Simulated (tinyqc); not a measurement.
Worked calculation: plane-wave Kohn-Sham cycle with exchange-only LDA in a layered model solid. One step of it, computed by the program tinyqc.

Task: Iteration 1: Hamiltonian at one k. H(m,m') = (k + G_m)^2/2 delta + V(G_m - G_m'), with V(-G) = V(G).

A solid whose potential varies along x alone (atomic units):
```
parameter,value
period a,5.900000
cross-section of the cell,12.000000
electrons per cell,4
grid points,16
"plane waves -n..n, n",3
k points,1
V1 in V1 cos(2 pi x/a),-0.690000
```

V(G_m), m = 0, 1, 2, ... (hartree): -0.377862  -0.345000  0.000000  0.000000  0.000000  0.000000  0.000000

k = 0.000000 2 pi / a

Give: H.

Result:

H (hartree):
```
,-3,-2,-1,+0,+1,+2,+3
-3,4.7256,-0.3450,0.0000,0.0000,0.0000,0.0000,0.0000
-2,-0.3450,1.8904,-0.3450,0.0000,0.0000,0.0000,0.0000
-1,0.0000,-0.3450,0.1892,-0.3450,0.0000,0.0000,0.0000
+0,0.0000,0.0000,-0.3450,-0.3779,-0.3450,0.0000,0.0000
+1,0.0000,0.0000,0.0000,-0.3450,0.1892,-0.3450,0.0000
+2,0.0000,0.0000,0.0000,0.0000,-0.3450,1.8904,-0.3450
+3,0.0000,0.0000,0.0000,0.0000,0.0000,-0.3450,4.7256
```
